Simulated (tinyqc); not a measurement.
Worked calculation: Hartree-Fock atom on a uniform radial grid, spin-unpolarised, for Be(2+). Computed by tinyqc, a small Python program that keeps every step. Settings: Z = 4, points = 64, R = 7.8, functional = hf2, mixing = 0.4, iteration cap = 68. Command: `OMP_NUM_THREADS=1 python tinyqc.py 20519 20520 out.jsonl` (the two numbers bound the seeds that draw the settings). One thread of a shared host (Intel(R) Xeon(R) Processor @ 2.60GHz), about 0.04 s of CPU time with the checks. Later iterations appear only in the table of the cycle.

## Iteration 1

Spherical atom on a uniform radial grid r_j = j h with h = R/(N + 1), h sum u^2 = 1 and integrals as h times sums, u(0) = u(R) = 0 (atomic units):
```
parameter           value
Z                       4
points N               64
R                7.800000
h                0.120000
mixing           0.400000
electrons in 1s         2
```

Three-point differences turn -u''/2 + [l(l+1)/2r^2 - Z/r + V] u = e u into a tridiagonal matrix (diagonal 1/h^2 + potential, off-diagonal -1/2h^2). D = sum f u^2; the Hartree potential y/r solves y'' = -D/r with y(0) = 0, y(R) = N_e; for two electrons in one orbital exchange is -V_H/2 (Hartree-Fock); E = sum f e - int D V + int D (V_H/2 + eps_xc); V(new) = V + mixing (V_H + v_xc - V).

eigenvalues (hartree): 1s -7.585692

Every 4th grid point:
```
r             V in     u(1s)         D       V_H       v_xc
0.480000  0.000000  1.143137  2.613524  3.887029  -1.943514
0.960000  0.000000  0.358407  0.256912  2.077719  -1.038860
1.440000  0.000000  0.084279  0.014206  1.388761  -0.694381
1.920000  0.000000  0.017616  0.000621  1.041664  -0.520832
2.400000  0.000000  0.003452  0.000024  0.833333  -0.416667
2.880000  0.000000  0.000649  8.43e-07  0.694444  -0.347222
3.360000  0.000000  0.000119  2.82e-08  0.595238  -0.297619
3.840000  0.000000  0.000021  9.05e-10  0.520833  -0.260417
4.320000  0.000000  3.75e-06  2.82e-11  0.462963  -0.231481
4.800000  0.000000  6.54e-07         0  0.416667  -0.208333
5.280000  0.000000  1.13e-07         0  0.378788  -0.189394
5.760000  0.000000  1.93e-08         0  0.347222  -0.173611
6.240000  0.000000  3.27e-09         0  0.320513  -0.160256
6.720000  0.000000  5.52e-10         0  0.297619  -0.148810
7.200000  0.000000  9.18e-11         0  0.277778  -0.138889
7.680000  0.000000         0         0  0.260417  -0.130208
```

total energy = -12.73295541 hartree

## Iteration 2

As before.

eigenvalues (hartree): 1s -6.620400

Every 4th grid point:
```
r             V in     u(1s)         D       V_H       v_xc
0.480000  0.777406  1.152844  2.658098  3.844378  -1.922189
0.960000  0.415544  0.396573  0.314541  2.075464  -1.037732
1.440000  0.277752  0.103554  0.021447  1.388668  -0.694334
1.920000  0.208333  0.024150  0.001166  1.041660  -0.520830
2.400000  0.166667  0.005293  0.000056  0.833333  -0.416667
2.880000  0.138889  0.001116  2.49e-06  0.694444  -0.347222
3.360000  0.119048  0.000229  1.05e-07  0.595238  -0.297619
3.840000  0.104167  0.000046  4.23e-09  0.520833  -0.260417
4.320000  0.092593  0.000009  1.66e-10  0.462963  -0.231481
4.800000  0.083333  1.78e-06         0  0.416667  -0.208333
5.280000  0.075758  3.45e-07         0  0.378788  -0.189394
5.760000  0.069444  6.64e-08         0  0.347222  -0.173611
6.240000  0.064103  1.27e-08         0  0.320513  -0.160256
6.720000  0.059524  2.41e-09         0  0.297619  -0.148810
7.200000  0.055556  4.48e-10         0  0.277778  -0.138889
7.680000  0.052083  4.85e-11         0  0.260417  -0.130208
```

total energy = -12.81256123 hartree

## Iteration 3

As before.

eigenvalues (hartree): 1s -6.070664

Every 4th grid point:
```
r             V in     u(1s)         D       V_H       v_xc
0.480000  1.235319  1.156617  2.675524  3.816435  -1.908218
0.960000  0.664419  0.420003  0.352805  2.073731  -1.036865
1.440000  0.444385  0.116702  0.027239  1.388582  -0.694291
1.920000  0.333332  0.029054  0.001688  1.041656  -0.520828
2.400000  0.266667  0.006810  0.000093  0.833333  -0.416666
2.880000  0.222222  0.001536  4.72e-06  0.694444  -0.347222
3.360000  0.190476  0.000338  2.28e-07  0.595238  -0.297619
3.840000  0.166667  0.000073  1.06e-08  0.520833  -0.260417
4.320000  0.148148  0.000015  4.77e-10  0.462963  -0.231481
4.800000  0.133333  3.24e-06  2.10e-11  0.416667  -0.208333
5.280000  0.121212  6.74e-07         0  0.378788  -0.189394
5.760000  0.111111  1.39e-07         0  0.347222  -0.173611
6.240000  0.102564  2.85e-08         0  0.320513  -0.160256
6.720000  0.095238  5.80e-09         0  0.297619  -0.148810
7.200000  0.088889  1.16e-09         0  0.277778  -0.138889
7.680000  0.083333  1.31e-10         0  0.260417  -0.130208
```

total energy = -12.83981364 hartree

## Convergence

Stop when input and output potentials agree to 1e-7.

Course of the cycle (hartree):
```
iteration             E      e(1s)  largest |V(out) - V(in)|
1          -12.73295541  -7.585692                  3.61e+00
2          -12.81256123  -6.620400                  2.04e+00
3          -12.83981364  -6.070664                  1.15e+00
4          -12.84871704  -5.755880                  6.51e-01
5          -12.85153857  -5.574900                  3.67e-01
6          -12.85241624  -5.470526                  2.07e-01
7          -12.85268635  -5.410180                  1.17e-01
8          -12.85276901  -5.375214                  6.62e-02
9          -12.85279424  -5.354913                  3.75e-02
10         -12.85280194  -5.343105                  2.13e-02
11         -12.85280429  -5.336224                  1.21e-02
...                 ...        ...                       ...
24         -12.85280533  -5.326539                  1.12e-05
25         -12.85280533  -5.326535                  6.66e-06
26         -12.85280533  -5.326532                  3.96e-06
27         -12.85280533  -5.326531                  2.35e-06
28         -12.85280533  -5.326530                  1.40e-06
29         -12.85280533  -5.326530                  8.31e-07
30         -12.85280533  -5.326529                  4.95e-07
31         -12.85280533  -5.326529                  2.94e-07
32         -12.85280533  -5.326529                  1.76e-07
33         -12.85280533  -5.326529                  1.05e-07
34         -12.85280533  -5.326529                  6.27e-08
```

Converged in 34 iterations. A uniform grid resolves the cusp poorly: for a bare nucleus this grid gives 1s at -7.58569 against -Z^2/2 = -8 hartree. Before convergence this energy mixes input and output and is not variational, so it may rise towards its limit.
